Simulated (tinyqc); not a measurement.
Inside a calculation. Method: Luttinger-Kohn k.p, four valence bands. One step of it, computed by the program tinyqc.

Task: Bloch Hamiltonian at k. P = c g1 k^2, Q = c g2 (kx^2 + ky^2 - 2 kz^2), R = c sqrt3 [-g2 (kx^2 - ky^2) + 2i g3 kx ky], S = 2 c sqrt3 g3 (kx - i ky) kz, c = hbar^2/2m = 3.809982 eV angstrom^2; rows [P+Q, -S, R, 0], [-S*, P-Q, 0, R], [R*, 0, P-Q, S], [0, R*, S*, P+Q]. The path ends lie at |k| = 0.07 1/angstrom.

Luttinger parameters chosen for this model; energies are counted downward from the top of the valence band:
```
parameter      value  unit
g1         16.010000
g2          3.240000
g3          6.040000
```

k point k (1/angstrom): -0.036000  -0.035000  -0.003000

Give: H(k) at k.

Result:

H(k) at k (eV):
```
                  3/2              1/2             -1/2             -3/2
3/2            0.1852  -0.0086+0.0084i  -0.0015+0.1004i           0.0000
1/2   -0.0086-0.0084i           0.1234           0.0000  -0.0015+0.1004i
-1/2  -0.0015-0.1004i           0.0000           0.1234   0.0086-0.0084i
-3/2           0.0000  -0.0015-0.1004i   0.0086+0.0084i           0.1852
```
